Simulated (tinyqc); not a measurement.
Raising U: Hubbard chain of 2 sites, mean field against exact. Computed by the program tinyqc. 

one-body matrix (hopping and site energies) (eV):
```
         1        2
1  -0.2600  -1.1400
2  -1.1400  -0.0400
```

electrons, up and down: 1  1

Collinear unrestricted mean field (the lowest of 40 random starts) against exact diagonalisation.

Exact and mean-field results (eV):
```
U          U/t   E exact  E mean field  mean |n_up - n_down|  double occupancy, exact  first gap in the sector
0.570    0.500  -2.32094      -2.30348                 0.000                    0.221                    2.021
1.140    1.000  -2.08645      -2.01707                 0.000                    0.191                    1.786
2.280    2.000  -1.71275      -1.44531              1.04e-04                    0.139                    1.413
3.420    3.000  -1.44212      -1.06218                 0.744                    0.100                    1.142
4.560    4.000  -1.24570      -0.87106                 0.865                    0.073                    0.946
6.840    6.000  -0.99087      -0.68035                 0.943                    0.042                    0.691
9.120    8.000  -0.83850      -0.58516                 0.968                    0.026                    0.538
13.680  12.000  -0.67008      -0.49005                 0.986                    0.013                    0.370
22.800  20.000  -0.52578      -0.41401                 0.995                 4.86e-03                    0.226
```

In absolute terms mean field is worst at U/t = 3.0, 0.380 eV too high: at small U it is nearly exact, and at large U it misses only exchange-scale energies. Its local moments set in at U/t = 3.0 of those listed, a broken symmetry that the exact state of a finite cluster with equal spins does not have. Relative to the exact energy its error is 0.8 % at the smallest U, 31 % at most and 21 % at the largest. The double occupancy falls from 0.221 to 0.005.
